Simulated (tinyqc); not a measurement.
Mass and gap go together: armchair graphene nanoribbon in tight binding.

An armchair ribbon of N dimer lines, width (N - 1) sqrt3 acc/2, period 3 acc, one pz orbital a site. In line n, A_n binds to B_n with -t exp(ik/3), times (1 + d) in the two edge lines, and to B_(n-1) and B_(n+1) with -t exp(-ik/6); k runs from -pi to pi. For d = 0 the modes across the ribbon are sin(n p pi/(N + 1)), p = 1 to N, with E = -/+ t sqrt(1 + 4 c^2 + 4 c cos(k/2)), c = cos(p pi/(N + 1)).

Constants: hbar^2/2m0 = 3.80998211 eV angstrom^2.

Parameters, chosen for this exercise (near those used for graphene; not measured data): t = 2.82 eV (hopping); acc = 1.42 angstrom (bond length); d1 = 0.07 (edge correction); N0 = 7 (first width).

Nine widths from N0 on. Lowest conduction band for d = d1: m/m0 = c q^2/(E(q) - E(0)) with q = h/(3 acc), h = 0.001, c = hbar^2/2m0. Dirac rule: m = Eg/(2 v^2), that is m/m0 = c Eg/(hbar v)^2 with hbar v = 3 t acc/2.

Masses:
```
N   gap (eV)  mass (m0)  Dirac rule (m0)
7     1.4890     0.1998           0.1572
8     0.1285     0.0133           0.0136
9     0.8898     0.0786           0.0940
10    1.0704     0.1334           0.1130
11    0.0961     0.0100           0.0101
12    0.6880     0.0631           0.0727
13    0.8352     0.1001           0.0882
14    0.0768     0.0080           0.0081
15    0.5607     0.0527           0.0592
```

What does the comparison show, and why?

The ratio of mass to the Dirac rule runs from 0.84 (N = 9) to 1.27 (N = 7). Its mean is 0.87 for N = 3p, 1.20 for 3p+1 and 0.98 for 3p+2: the lowest modes of 3p and 3p+1 lie on opposite sides of the Dirac point, where the velocity along the ribbon differs. The largest gap (N = 7) and the heaviest mass (N = 7) belong to one ribbon.

tinyqc: `OMP_NUM_THREADS=1 python tinyqc.py 1452783 1452784 out.jsonl`; about 0.01 s, one thread, shared Intel(R) Xeon(R) Processor @ 2.30GHz.
